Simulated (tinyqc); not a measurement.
Inside a calculation. Model: MOS inversion layer, Poisson-Schroedinger loop.

Numbers from tinyqc (`OMP_NUM_THREADS=1 python tinyqc.py 2160133 2160134 out.jsonl`; about 0.5 s on one thread of a shared Intel Xeon 2.30GHz). Printed values are rounded.

Electrons confined at an insulator interface at z = 0, treated as a hard wall; parabolic valleys, Hartree approximation, no image or exchange terms. The depletion charge lies far deeper than the electrons and gives a uniform field q Nd/(eps0 eps_r); the gate balances all charge. Energies are counted from the band edge at the interface.

Values chosen for this exercise; masses and permittivity close to those of silicon (110):
```
symbol,value,unit,meaning
T,300,K,temperature
eps_r,11.5,,relative permittivity
mz1,0.309,m0,mass along z of valley set A (4 valley(s))
md1,0.322,m0,in-plane density-of-states mass of set A
mz2,0.194,m0,mass along z of valley set B (2 valley(s))
md2,0.419,m0,in-plane density-of-states mass of set B
Ns,2.4e12,cm^-2,sheet density of electrons
Nd,9e11,cm^-2,sheet density of depletion charge
dE,0,eV,extra shift of set B (strain)
hz,1,nm,mesh step
a,0.7,,mixing factor
```

Constants: q = 1.602176634e-19 C, kB = 1.380649e-23 J/K, hbar = 1.054571817e-34 J s, m0 = 9.1093837015e-31 kg, Vt = kB T/q, eps0 = 8.8541878128e-14 F/cm where lengths are in cm, hbar^2/(2 m0) = 0.0380998212 eV nm^2. Results are converted to the units shown.

## Fixed part of the potential

z, node 1 to 15 (nm): 1  2  3  4  5  6  7  8  9  10  11  12  13  14  15

V0 = q Nd z/(eps0 eps_r) in eV.

fixed potential V0, node 1 to 15 (eV): 0.014161  0.028323  0.042484  0.056646  0.070807  0.084968  0.099130  0.113291  0.127453  0.141614  0.155775  0.169937  0.184098  0.198260  0.212421

## Round 1: levels and probability densities

self-consistent potential U at the start, node 1 to 15 (eV): 0  0  0  0  0  0  0  0  0  0  0  0  0  0  0

Tridiagonal Hamiltonian with psi = 0 one step beyond both ends: H_ii = C (1/m_(i-1/2) + 1/m_(i+1/2))/hz^2 + V0_i + U_i (+ dE for the set B), H_(i,i+1) = -C/(m_(i+1/2) hz^2), C = hbar^2/(2 m0). The lowest 2 level(s) of each valley set are kept, normalised to hz sum |psi|^2 = 1. The mass is the same on all intervals.

levels (eV): A1 0.067488, A2 0.117109, B1 0.079012, B2 0.137429

```
node	|psi|^2 of A1 (1/nm)	|psi|^2 of A2 (1/nm)	|psi|^2 of B1 (1/nm)	|psi|^2 of B2 (1/nm)
1	0.104180	0.096038	0.067208	0.063656
2	0.255978	0.130361	0.187388	0.119884
3	0.279213	0.023171	0.244820	0.061417
4	0.196881	0.022124	0.215921	0.000876
5	0.102400	0.141952	0.145644	0.040323
6	0.041984	0.214651	0.079890	0.131833
7	0.014125	0.184105	0.036954	0.183510
8	0.004007	0.110409	0.014766	0.168208
9	0.000977	0.050712	0.005185	0.116605
10	0.000208	0.018769	0.001620	0.065265
11	0.000039	0.005781	0.000455	0.030593
12	0.000007	0.001514	0.000116	0.012251
13	0.000001	0.000341	0.000027	0.004197
14	0.000000	0.000065	0.000005	0.001175
15	0.000000	0.000008	0.000001	0.000207
```

## Round 1: Fermi level and occupations

Level k holds N_k = D_k Vt ln(1 + exp((EF - E_k)/Vt)) with D = 4 md1 m0 q/(pi hbar^2) for the set A, D = 2 md2 m0 q/(pi hbar^2) for the set B per eV (spin included); EF is fixed by sum N_k = Ns.

EF = 0.0109188 eV
N_k (cm^-2): A1 1.47809e12, A2 2.26904e11, B1 6.27445e11, B2 6.75662e10

## Round 1: density, output potential and mixing

n_i = sum_k N_k |psi_k|^2 (converted to cm^-3). Hartree part by Gauss: on the interval before node i the electrons still beyond are S_i = Ns - hz sum_(j<i) n_j, and U_i = U_(i-1) + q S_i hz/(eps0 eps_r) in eV, U_0 = 0 at the interface. Mixing: U(new) = U + a (U(out) - U).

```
node	n (1e18 cm^-3)	U(out) (eV)	U after round 1 (eV)
1	2.22249	0.037764	0.0264346
2	5.33612	0.072030	0.0504213
3	5.75719	0.097901	0.0685305
4	4.31565	0.114712	0.0802986
5	2.77674	0.124733	0.0873132
6	1.69796	0.130385	0.0912693
7	0.98238	0.133365	0.0933553
8	0.51604	0.134799	0.0943592
9	0.24082	0.135421	0.0947948
10	0.09992	0.135664	0.0949651
11	0.03722	0.135750	0.0950253
12	0.01254	0.135778	0.0950446
13	0.00379	0.135786	0.0950500
14	0.00098	0.135787	0.0950512
15	0.00016	0.135788	0.0950514
```

## Course of the self-consistent loop

Start from U = 0. Stop when the largest |U(out) - U| is below 1e-7 eV, or after 120 rounds.

Course of the iteration:
```
round	level A1 (eV)	EF (eV)	largest |U(out) - U| (eV)
1	0.0674885	0.0109188	0.136
2	0.127411	0.0744170	0.0180
3	0.138501	0.0852692	5.33e-3
4	0.141821	0.0885642	1.50e-3
5	0.142775	0.0895123	4.33e-4
6	0.143051	0.0897865	1.26e-4
7	0.143131	0.0898663	3.67e-5
8	0.143154	0.0898897	1.07e-5
9	0.143161	0.0898965	3.16e-6
10	0.143163	0.0898986	9.29e-7
11	0.143164	0.0898991	2.74e-7
12	0.143164	0.0898993	8.11e-8
```

Converged in 12 rounds. Towards the end the residual shrinks by a factor of about 0.29 a round.

## Converged levels, occupations and centroid

converged U, node 1 to 15 (eV): 0.037764  0.068071  0.086287  0.095707  0.100381  0.102664  0.103730  0.104191  0.104374  0.104441  0.104463  0.104470  0.104472  0.104472  0.104472

Solve for the levels with V0 + U, find EF, n_i = sum_k N_k |psi_k|^2 (in cm^-3); share of each level N_k/Ns; centroid sum n z/sum n.

levels (eV): A1 0.143164, A2 0.208310, B1 0.161404, B2 0.231388
EF = 0.0898993 eV
shares (%): A1 69.5011, A2 5.9110, B1 23.0081, B2 1.5798
n, node 1 to 15 (in units of 1e18 cm^-3): 4.73861  7.68474  5.58999  3.01620  1.51945  0.77358  0.38421  0.17694  0.07404  0.02816  0.00980  0.00312  0.00090  0.00022  0.00004
centroid = 2.76647 nm

An 800-node mesh to 26 nm with 8 levels a set gives A1 = 0.1454 eV, EF = 0.09194 eV and a centroid of 2.886 nm; the levels kept above hold 98.6 % of the electrons there. The coarse centroid is 4.2 % below the fine one.

## Closed-form estimates

Triangular well: E_k = a_k (C F^2/mz)^(1/3), a_1 = 2.338107, a_2 = 4.087949, C = hbar^2/(2 m0), F in eV/nm. Fang-Howard (all electrons in the lowest level of set A): b^3 = 6 (mz1/C) q (Nd + 11 Ns/32)/(eps0 eps_r), centroid 3/b, level C b^2/(4 mz1) + (3/b) q (Nd + 11 Ns/16)/(eps0 eps_r). Use F = q (Nd + Ns)/(eps0 eps_r), the surface field, and F = q (Nd + Ns/2)/(eps0 eps_r).

A1 with the surface field = 0.161971 eV
A1 with Nd + Ns/2 = 0.119833 eV
A2 with Nd + Ns/2 = 0.209515 eV
b = 1.09719 1/nm
Fang-Howard centroid = 2.73427 nm
Fang-Howard level = 0.146818 eV

Against the self-consistent A1 = 0.1454 eV on a fine mesh, the surface-field estimate is 11 % above it, the half-charge one 18 % below it and Fang-Howard 1.0 % above it. A1 holds 69.1 % of the electrons, and the Fang-Howard centroid is 5.3 % below the full one.
